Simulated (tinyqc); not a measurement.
## Magnetoresistance against angle

Conductance G = G0 (1 + P1 P2 cos(phi)) at low bias, phi the angle between the magnetisations, normalised to Rp = RA/area at phi = 0.

Inputs (values chosen for the exercise):
- Dm = 25 nm (diameter)
- P1 = 0.63 (spin polarisation of the reference layer)
- P2 = 0.52 (spin polarisation of the free layer)
- RA = 5.1 ohm um^2 (resistance-area product, parallel state)

Result of one run:

| R (kohm) | R/Rp - 1 (%) | share of the full TMR (%) |
|---|---|---|
| 12.40 | 19.38 | 19.89 |

Which angle phi gave this result: 45, 70, 110 or 160 degree?

phi = 70 degree.

The whole series:

| phi (degree) | R (kohm) | R/Rp - 1 (%) | share of the full TMR (%) |
|---|---|---|---|
| 0 | 10.39 | 0 | 0 |
| 20 | 10.55 | 1.511 | 1.550 |
| 45 | 11.20 | 7.791 | 7.995 |
| 70 | 12.40 | 19.38 | 19.89 |
| 90 | 13.79 | 32.76 | 33.62 |
| 110 | 15.53 | 49.51 | 50.81 |
| 135 | 17.95 | 72.79 | 74.70 |
| 160 | 19.93 | 91.81 | 94.22 |
| 180 | 20.51 | 97.44 | 100.0 |

R rises from 10.4 to 20.5 kohm, TMR0 = 97.4 %. It is the conductance that follows cos(phi), so at 90 degrees R has covered only (1 - P1 P2)/2 = 33.6 % of its range.

Numbers from tinyqc (`OMP_NUM_THREADS=1 python tinyqc.py 2450008 2450009 out.jsonl`; about 0.01 s on one thread of a shared Intel Xeon 2.30GHz).
